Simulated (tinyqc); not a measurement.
Undoped symmetric double-gate MOSFET, analytic potential model: one step of the calculation.

An undoped body of thickness ts between two equal insulators and tied gates; long channel, electrons only, n = ni exp((psi - V)/Vt) with V the quasi-Fermi potential (0 at the source, Vd at the drain), constant mobility, no quantisation. Across the body psi(x) = V - 2 Vt ln[(ts/(2 beta)) sqrt(q ni/(2 eps0 eps_r Vt)) cos(2 beta x/ts)], x from the centre. Q is the electron charge per area of the whole body.

Task. Charges and drain current. beta (between 0 and pi/2) solves (Vg - V0 - V)/(2 Vt) = ln(beta) - ln(cos beta) + 2 r beta tan(beta). Q = 8 eps0 eps_r Vt beta tan(beta)/ts; I = mu (1/L)(4 eps0 eps_r/ts)(2 Vt)^2 [g(beta_s) - g(beta_d)] per width, g = beta tan(beta) - beta^2/2 + r beta^2 tan^2(beta), with beta_s at V = 0 and beta_d at V = Vd.

Inputs (values chosen for the exercise); material values close to those of silicon: temperature T = 273 K; relative permittivity of the semiconductor eps_r = 11.8; body thickness ts = 5 nm; channel mobility mu = 180 cm^2/(V s); gate length L = 0.5 um; drain voltage Vd = 0.5 V.

Constants: q = 1.602176634e-19 C, kB = 1.380649e-23 J/K, Vt = kB T/q, eps0 = 8.8541878128e-14 F/cm where lengths are in cm. Results are converted to the units shown.

beta_s = 1.1559468
beta_d = 0.071789694
r = 1.325

Wanted: Qs; Qd; g(beta_s); g(beta_d); I.

Result.

Qs = 1032.2 nC/cm^2
Qd = 2.0303 nC/cm^2
g(beta_s) = 11.085
g(beta_d) = 0.0026211
I = 73.820 uA/um

The term r beta^2 tan^2(beta), which gives the square law, makes up 82.3 % of g at the source.

Numbers from tinyqc (`OMP_NUM_THREADS=1 python tinyqc.py 2440068 2440069 out.jsonl`; about 0.01 s on one thread of a shared Intel Xeon 2.30GHz).
